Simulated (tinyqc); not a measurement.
Worked calculation: RHF in the 6-31g basis, for H2, spin multiplicity 1. One step of it, computed by the program tinyqc.

Question. Iteration 2: diagonalisation and new density. Diagonalise F' = X^T F X, C = X C', fill 1 alpha and 1 beta electrons from the bottom; D = 2 C_occ C_occ^T. Each column has its largest component positive (the first on a tie).

extrapolated F (hartree), lower triangle:
```
           1H 1s      1H 2s      2H 1s      2H 2s
1H 1s   0.115001
1H 2s  -0.385542  -0.283691
2H 1s  -0.336306  -0.366195   0.115001
2H 2s  -0.366195  -0.332028  -0.385542  -0.283691
```

X, lower triangle:
```
           1H 1s      1H 2s      2H 1s     2H 2s
1H 1s   1.253151
1H 2s  -0.499578   1.612641
2H 1s  -0.019263   0.026607   1.253151
2H 2s   0.026607  -0.612214  -0.499578  1.612641
```

Give: F' = X^T F X; orbital energies; coefficients C; D after iteration 2.

Answer.

F' = X^T F X (hartree), lower triangle:
```
        1       2       3      4
1   0.586
2  -0.547   0.228
3  -0.184  -0.128   0.586
4  -0.128  -0.182  -0.547  0.228
```

orbital energies (hartree): MO1 -0.475, MO2 0.134, MO3 0.923, MO4 1.046

coefficients C:
```
         MO1     MO2     MO3     MO4
1H 1s  0.267   0.184   0.895  -0.956
1H 2s  0.356   1.109  -0.697   1.176
2H 1s  0.267  -0.184   0.895   0.956
2H 2s  0.356  -1.109  -0.697  -1.176
```

D after iteration 2, lower triangle:
```
       1H 1s  1H 2s  2H 1s  2H 2s
1H 1s  0.143
1H 2s  0.191  0.254
2H 1s  0.143  0.191  0.143
2H 2s  0.191  0.254  0.191  0.254
```
